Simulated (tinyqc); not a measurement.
Worked calculation: bias-temperature instability from a Gaussian distribution of capture and emission barriers. Computed by tinyqc, a small Python program that keeps every step. Command: `OMP_NUM_THREADS=1 python tinyqc.py 3031913 3031914 out.jsonl bti walk`. One thread of a shared host (Intel(R) Xeon(R) Processor @ 2.30GHz), about 0.01 s of CPU time with the checks. Intermediate numbers are printed to about 5 digits and carried at full precision; extremes and crossings named in words are read from the listed rows.

Each trap has a capture time tau_0 exp(E_c/(k_B T)) under stress and an emission time tau_0 exp(E_e/(k_B T)) after it. E_c is Gaussian, and E_e = E_c + d with d Gaussian and independent. A trap counts as filled once t_s exceeds its capture time and as emptied once t_r exceeds its emission time.

Inputs (values chosen for the exercise, for a model p-channel transistor): shift with all traps filled V_max = 68 mV; mean capture barrier at zero field mu_c = 1.74 eV; spread of capture barriers sigma_c = 0.27 eV; lowering of mu_c per field k_F = 0.051 eV/(MV/cm); oxide field F = 8.3 MV/cm; mean of E_e - E_c at the stress field, delta = -0.24 eV; spread of E_e - E_c, sigma_d = 0.22 eV; time constant tau_0 = 4e-10 s; temperature T = 175 C; stress time t_s = 1000 s; recovery time t_r = 0.2 s; failure criterion = 30 mV.

Constants: k_B = 8.617333262e-05 eV/K.

## Stress

Demarcation energies E_s = k_B T ln(t_s/tau_0), E_r = k_B T ln(t_r/tau_0); mean barrier mu = mu_c - k_F F; z = (E_s - mu)/sigma_c; Phi is the standard normal distribution. Temperatures in kelvin are T(C) + 273.15. Shift without recovery dV0 = V_max Phi(z); local time exponent n = d ln dV0/d ln t_s = (k_B T/sigma_c) exp(-z^2/2)/(sqrt(2 pi) Phi(z)); apparent activation energy n E_s.

E_s = 1.1025 eV

mean barrier mu = 1.3167 eV

z = -0.79349

shift without recovery dV0 = 14.535 mV

time exponent n = 0.19486

apparent activation energy = 0.21483 eV

The stress has filled 21 % of the traps. The apparent energy 0.215 eV is only the share n of the barriers near 1.10 eV that are being crossed.

## Recovery

Remaining shift dV = V_max int_(-infinity)^(E_s) g(E_c) [1 - Phi((E_r - E_c - delta)/sigma_d)] dE_c, g the Gaussian density of E_c (Gauss-Legendre, 120 points over 7 sigma_c below E_s).

E_r = 0.77353 eV

remaining shift dV = 5.9334 mV

remaining share dV/dV0 = 0.40822

A measurement delay of t_r hides 59 % of the shift.

## Lifetime

Solve V_max Phi(z) = criterion for t_s; the power-law extrapolation from the stress point is t_s (criterion/dV0)^(1/n); 1 year = 3.15576e7 s.

log10 of the lifetime in s = 4.9600

log10 of the power-law estimate in s = 4.6151

The power law gives a time shorter by 0.34 decades, since n falls as traps fill; ten years is log10 = 8.50.

## What a measurement delay does to the time exponent

Columns: no delay, and delays of 1 us, 1 ms and 1 s.

Shift (mV):
```
t_s (s)   no delay    1 us    1 ms     1 s
1.00e+00     2.544   1.993   0.947   0.181
1.00e+01     4.979   4.279   2.488   0.652
1.00e+02     8.891   8.089   5.498   1.904
1.00e+03    14.535  13.678  10.418   4.570
1.00e+04    21.846  20.967  17.272   9.167
1.00e+05    30.354  29.467  25.552  15.685
1.00e+06    39.244  38.355  34.354  23.416
1.00e+07    47.588  46.698  42.670  31.225
```

Between 10 and 1000 s the apparent exponent is 0.233 without delay, 0.252 at 1 us, 0.311 at 1 ms and 0.423 at 1 s: a slow measurement loses more of a short stress than of a long one, which steepens the curve. Without delay the exponent falls from 0.292 to 0.084 over the table, so the growth is not a true power law. Caution: step-function filling and one Gaussian population are simplifications; real devices show several populations.

Checks made by the program: time exponent against a finite difference (relative difference 4e-10).
